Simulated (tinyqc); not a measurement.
Hot electrons in a saturated n-channel MOSFET, lucky-electron model: one step of the calculation.

Beyond pinch-off the lateral field grows as Esat cosh(y/l) over the velocity-saturated region (pseudo-two-dimensional model). Impact ionisation in this region gives the substrate current, which biases the body forward through Rsub. Currents are per width. Local-field laws: they overstate ionisation when the field peak is narrower than an energy relaxation length.

Problem. Body bias from the substrate current. Cox = 3.9 eps0/tox. Overdrive g = Vg - VT + kb Vb; Vdsat = g Esat L/(g + Esat L); Id = Cox vs (g - Vdsat); dV = Vd - Id Rd - Vdsat; Em = sqrt((dV/l)^2 + Esat^2); Isub = Id (Ai/Bi) l Em exp(-Bi/Em). Vb(new) = Rsub Isub.

Inputs (values chosen for the exercise); values close to those of silicon n-channel devices:
```
symbol  value    unit                                   meaning
L        0.35      um                            channel length
tox       8.3      nm                           oxide thickness
VT        0.8       V                                 threshold
vs      9.8e6    cm/s                       saturation velocity
Ai        2e6    1/cm                      ionisation prefactor
Bi       1.76   MV/cm                          ionisation field
Rd        400  ohm um     resistance of the lightly doped drain
Rsub    14000  ohm um                      substrate resistance
kb       0.39          fall of VT per volt of forward body bias
Vd        2.8       V                             drain voltage
Vg          2       V                              gate voltage
```

Constants: eps0 = 8.8541878128e-14 F/cm where lengths are in cm. Results are converted to the units shown.

Vb at the start = 0 V
l = 49.899900 nm
Esat = 0.065333333 MV/cm

Give: Vdsat; Id; dV; Em; Isub; Vb after iteration 1.

Solution.

Vdsat = 0.78700 V
Id = 168.39 uA/um
dV = 1.9456 V
Em = 0.39535 MV/cm
Isub = 4.4006 uA/um
Vb after iteration 1 = 0.061609 V

Program tinyqc, `OMP_NUM_THREADS=1 python tinyqc.py 2550029 2550030 out.jsonl`; Intel Xeon 2.30GHz, shared host, one thread, about 0.01 s.
